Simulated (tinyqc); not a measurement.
Inside a calculation. Method: G0W0 on RHF in the sto-3g basis, for BeH2, spin multiplicity 1. One step of it, computed by the program tinyqc.

Task: G0W0 on Hartree-Fock: HOMO. W(p,q,m) = sqrt2 sum_ia (pq|ia) (X+Y)_ia,m; Sigma_c(x) = sum_(i,m) W^2/(x - e_i + w_m) + sum_(a,m) W^2/(x - e_a - w_m); solve x = e_p + Sigma_c(x) by Newton steps; Z = 1/(1 - dSigma/dx); 1 hartree = 27.211386 eV.

orbital energies (hartree): [-4.523479, -0.444357, -0.405582, 0.211781, 0.213202, 0.429035, 0.851919]

Two-electron integrals over orbitals (pq|rs), unique and non-zero (hartree):
```
(11|11) 2.271594    (21|11) -0.193768   (21|21) 0.025414    (22|11) 0.476780
(22|21) -0.006279   (22|22) 0.390368    (31|31) 0.005633    (32|31) 0.012962
(32|32) 0.162650    (33|11) 0.445095    (33|21) -0.002636   (33|22) 0.403213
(33|33) 0.426410    (41|11) 0.021727    (41|21) -0.002616   (41|22) 0.001804
(41|33) 0.001036    (41|41) 0.015912    (42|11) -0.009402   (42|21) 0.000872
(42|22) 0.005318    (42|33) 0.005516    (42|41) 0.014920    (42|42) 0.048628
(43|31) -0.000055   (43|32) 0.006653    (43|43) 0.014328    (44|11) 0.568395
(44|21) -0.007793   (44|22) 0.363154    (44|33) 0.349320    (44|41) -0.002856
(44|42) -0.013825   (44|44) 0.450871    (51|51) 0.015763    (52|51) 0.015136
(52|52) 0.048604    (53|53) 0.013899    (54|51) -0.001806   (54|52) -0.004764
(54|54) 0.024641    (55|11) 0.569178    (55|21) -0.007728   (55|22) 0.363757
(55|33) 0.349483    (55|41) 0.000711    (55|42) -0.004454   (55|44) 0.401096
(55|55) 0.449859    (61|11) -0.185915   (61|21) 0.025030    (61|22) -0.006307
(61|33) -0.003576   (61|41) -0.001107   (61|42) 0.002071    (61|44) -0.005497
(61|55) -0.005090   (61|61) 0.024962    (62|11) 0.120622    (62|21) -0.006366
(62|22) -0.020626   (62|33) -0.044540   (62|41) 0.002006    (62|42) -0.001812
(62|44) 0.056104    (62|55) 0.057538    (62|61) -0.004343   (62|62) 0.079363
(63|31) -0.001747   (63|32) -0.093238   (63|43) -0.005494   (63|63) 0.083889
(64|11) 0.009343    (64|21) 0.000211    (64|22) 0.001831    (64|33) -0.001557
(64|41) 0.015851    (64|42) 0.045259    (64|44) -0.002834   (64|55) 0.003403
(64|61) 0.001835    (64|62) 0.011153    (64|64) 0.048867    (65|51) 0.016262
(65|52) 0.046933    (65|54) -0.003227   (65|65) 0.050151    (66|11) 0.472660
(66|21) -0.006654   (66|22) 0.390736    (66|33) 0.401329    (66|41) 0.004468
(66|42) 0.013526    (66|44) 0.361042    (66|55) 0.362988    (66|61) -0.005886
(66|62) -0.030430   (66|64) 0.008700    (66|66) 0.408175    (71|31) 0.010606
(71|32) 0.019539    (71|43) -0.000329   (71|63) -0.001196   (71|71) 0.020273
(72|31) 0.003925    (72|32) -0.042465   (72|43) -0.006003   (72|63) 0.061288
(72|71) 0.007752    (72|72) 0.056736    (73|11) 0.144039    (73|21) -0.004680
(73|22) -0.003435   (73|33) -0.019401   (73|41) -0.000196   (73|42) -0.008537
(73|44) 0.063153    (73|55) 0.063213    (73|61) -0.003516   (73|62) 0.074407
(73|64) 0.004495    (73|66) -0.023947   (73|73) 0.084062    (74|31) -0.001434
(74|32) -0.014413   (74|43) 0.013044    (74|63) 0.008675    (74|71) -0.002407
(74|72) 0.002362    (74|74) 0.018112    (75|53) 0.013603    (75|75) 0.016704
(76|31) 0.010611    (76|32) 0.141040    (76|43) 0.007475    (76|63) -0.093148
(76|71) 0.016316    (76|72) -0.052762   (76|74) -0.012435   (76|76) 0.137897
(77|11) 0.566715    (77|21) -0.008500   (77|22) 0.418328    (77|33) 0.436351
(77|41) 0.000589    (77|42) 0.001177    (77|44) 0.386963    (77|55) 0.386528
(77|61) -0.008384   (77|62) -0.030041   (77|64) -0.003468   (77|66) 0.426901
(77|73) -0.005319   (77|77) 0.476580
```

excitation energies w (hartree): [0.644929, 0.645984, 0.746303, 0.748137, 0.956790, 0.973628, 1.426903, 1.448034, 4.767010, 4.768156, 5.002221, 5.415815]

X + Y, order 1>4, 1>5, 1>6, 1>7, 2>4, 2>5, 2>6, 2>7, 3>4, 3>5, 3>6, 3>7:
```
[[0.000000, 0.000000, -0.011942, 0.000000, 0.000000, -0.001732, 0.000000, -0.000053, 0.996610, 0.000000, -0.009063, 0.000000],
 [0.000000, 0.000000, 0.000000, -0.012124, 0.000000, 0.000000, 0.000000, 0.000000, 0.000000, 0.996682, 0.000000, 0.000000],
 [0.000000, 0.000000, -0.001511, 0.000000, 0.000000, 0.002302, 0.000000, 0.003564, 0.009493, 0.000000, 0.994973, 0.000000],
 [0.000182, 0.000000, 0.000000, 0.000000, 0.002419, 0.000000, -0.005492, 0.000000, 0.000000, 0.000000, 0.000000, 0.996257],
 [0.000000, 0.000000, 0.937407, 0.000000, 0.000000, 0.007261, 0.000000, -0.013681, 0.001763, 0.000000, 0.000207, 0.000000],
 [0.000000, 0.000000, 0.000000, 0.937501, 0.000000, 0.000000, 0.000000, 0.000000, 0.000000, 0.001789, 0.000000, 0.000000],
 [0.000000, 0.000000, -0.002958, 0.000000, 0.000000, 0.908384, 0.000000, 0.219840, 0.000314, 0.000000, -0.000641, 0.000000],
 [0.014050, 0.000000, 0.000000, 0.000000, -0.272952, 0.000000, 0.926499, 0.000000, 0.000000, 0.000000, 0.000000, 0.001462],
 [0.978074, 0.000000, 0.000000, 0.000000, -0.016579, 0.000000, -0.009979, 0.000000, 0.000000, 0.000000, 0.000000, -0.000029],
 [0.000000, 0.978721, 0.000000, 0.000000, 0.000000, 0.000000, 0.000000, 0.000000, 0.000000, 0.000000, 0.000000, 0.000000],
 [0.026870, 0.000000, 0.000000, 0.000000, 0.907727, 0.000000, 0.179132, 0.000000, 0.000000, 0.000000, 0.000000, -0.000130],
 [0.000000, 0.000000, 0.028555, 0.000000, 0.000000, -0.321558, 0.000000, 0.893573, -0.000054, 0.000000, -0.000775, 0.000000]]
```

Give: The 12 largest terms at x = e_p; Newton steps; quasiparticle energy of the HOMO; Hartree-Fock value.

Result:

The 12 largest terms at x = e_p (hartree; W for the signs of X + Y given):
```
q   m        W       term
2   5  -0.1034     0.0107
7   8   0.1295    -0.0062
6   7   0.1016    -0.0046
2   7  -0.0795     0.0043
6   5   0.0842    -0.0040
3   6  -0.0484     0.0024
7   6   0.0573    -0.0015
3   8  -0.0385     0.0010
4   1   0.0195  -3.01e-04
5   2   0.0192  -2.93e-04
2  12   0.0275   1.38e-04
3   3   0.0067   6.02e-05
```

Newton steps (hartree):
```
step        x  Sigma_c(x)       Z
0     -0.4056      0.0019  0.9758
1     -0.4038      0.0018  0.9759
2     -0.4038      0.0018  0.9759
```

quasiparticle energy of the HOMO = -10.9873 eV

Hartree-Fock value = -11.0364 eV
